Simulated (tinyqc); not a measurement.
## MOSFET in the linear regime without short-channel effects, parameter extraction from computed curves: extraction methods against the source plus drain resistance

Inversion charge Q = Cox n Vt W0(exp((Vg - VT)/(n Vt))), W0 the Lambert function and n = nf; u = Q/Cox; mobility mu = mu0/(1 + th1 u + th2 u^2); channel resistance Rch = (L - dL)/(W mu Q); Id = Vd/(Rch + Rsd/W). Cox = eps0 eox/tox. Small Vd, no channel-length or drain effects.

From the continuous curve Id(Vg): tangent at peak gm (V_ext = Vg - Id/gm); constant current Id = 0.1 uA W/L; peak of d2Id/dVg2; Y = Id/sqrt(gm) drawn through Vg = VT + 0.6 and VT + 0.8 V, with intercept VT_Y and slope s. Mobilities gm,max L/(W Cox Vd) and s^2 L/(W Cox Vd) with the drawn L. Last column: share of Rsd/W in the total resistance at VT + 0.8 V.

Inputs (values chosen for the exercise); channel values of the order met in silicon transistors:
- T = 300 K (temperature)
- eox = 7.56 (relative permittivity of the gate insulator (close to silicon nitride))
- tox = 7.8 nm (insulator thickness)
- mu0 = 170 cm^2/(V s) (low-field mobility)
- th1 = 0.22 1/V (first mobility attenuation factor)
- th2 = 0 1/V^2 (second mobility attenuation factor)
- VT = 0.27 V (threshold voltage)
- nf = 1.27 (body factor)
- W = 0.5 um (gate width)
- L = 0.2 um (drawn gate length)
- dL = 0.013 um (drawn less effective length)
- Vd = 0.025 V (drain voltage)

Constants: q = 1.602176634e-19 C, kB = 1.380649e-23 J/K, Vt = kB T/q, eps0 = 8.8541878128e-14 F/cm where lengths are in cm. Results are converted to the units shown.

Extraction methods against the source plus drain resistance:

| Rsd (ohm um) | V_ext (V) | constant current (V) | second derivative (V) | VT_Y (V) | mobility from gm (cm^2/(V s)) | mobility from Y (cm^2/(V s)) | series share (%) |
|---|---|---|---|---|---|---|---|
| 0 | 0.288 | 0.288 | 0.262 | 0.315 | 144 | 164 | 0 |
| 50 | 0.286 | 0.288 | 0.262 | 0.315 | 142 | 164 | 2.31 |
| 100 | 0.283 | 0.288 | 0.262 | 0.315 | 139 | 164 | 4.52 |
| 200 | 0.279 | 0.288 | 0.261 | 0.315 | 135 | 164 | 8.64 |
| 400 | 0.273 | 0.288 | 0.260 | 0.315 | 128 | 164 | 15.9 |
| 800 | 0.264 | 0.289 | 0.259 | 0.315 | 118 | 164 | 27.5 |
| 1500 | 0.255 | 0.290 | 0.256 | 0.315 | 106 | 164 | 41.5 |

What does the table show?

The model has VT = 0.27 V and mu0 = 170 cm^2/(V s). Over the table the extracted thresholds move by 33 mV (tangent), 1.8 mV (constant current), 6.5 mV (second derivative), under 0.5 mV (Y function). The mobility from gm falls from 144 to 106 and that from Y stays near 164 cm^2/(V s). Y cancels the series resistance, which multiplies Id and sqrt(gm) by the same factor.

Computed by the program tinyqc: `OMP_NUM_THREADS=1 python tinyqc.py 2210054 2210055 out.jsonl`, one thread of a shared Intel Xeon 2.30GHz, about 0.01 s for the whole run.
